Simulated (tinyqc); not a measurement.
Worked calculation: extended Hueckel theory, for H6. One step of it, computed by the program tinyqc.

Question. Mulliken analysis. P = C n C^T; charge = valence electrons (H 1) minus the sum of (P S)_ii on the atom; overlap population = 2 sum P_ij S_ij between two atoms.

coefficients, order 1H 1s, 2H 1s, 3H 1s, 4H 1s, 5H 1s, 6H 1s:
```
[[0.186987, -0.366280, 0.490926, 0.635404, -0.672377, 0.445196],
 [0.284239, -0.391154, 0.197172, -0.386440, 0.889041, -0.837559],
 [0.347718, -0.149251, -0.424641, -0.548448, -0.365684, 1.103599],
 [0.347631, 0.148752, -0.425094, 0.549640, -0.364021, -1.102872],
 [0.284117, 0.391477, 0.196856, 0.384759, 0.890199, 0.837271],
 [0.187086, 0.366848, 0.489935, -0.634223, -0.674528, -0.445832]]
```

occupations: [2.000000, 2.000000, 2.000000, 0.000000, 0.000000, 0.000000]

overlap S, order 1H 1s, 2H 1s, 3H 1s, 4H 1s, 5H 1s, 6H 1s:
```
[[1.000000, 0.541367, 0.126434, 0.026304, 0.003705, 0.000537],
 [0.541367, 1.000000, 0.472942, 0.126434, 0.021347, 0.003712],
 [0.126434, 0.472942, 1.000000, 0.541367, 0.126223, 0.026304],
 [0.026304, 0.126434, 0.541367, 1.000000, 0.472343, 0.126434],
 [0.003705, 0.021347, 0.126223, 0.472343, 1.000000, 0.542011],
 [0.000537, 0.003712, 0.026304, 0.126434, 0.542011, 1.000000]]
```

Give: charges; Overlap populations.

Answer.

charges: [-0.105, 0.080, 0.025, 0.025, 0.080, -0.104]

Overlap populations:
```
pair      value
2-1    0.634954
3-1   -0.044900
3-2    0.139022
4-1   -0.020851
4-2   -0.021843
4-3    0.604574
5-1    0.000095
5-2   -0.002865
5-3   -0.021826
5-4    0.138526
6-1    0.000303
6-2    0.000093
6-3   -0.020806
6-4   -0.044840
6-5    0.635700
```
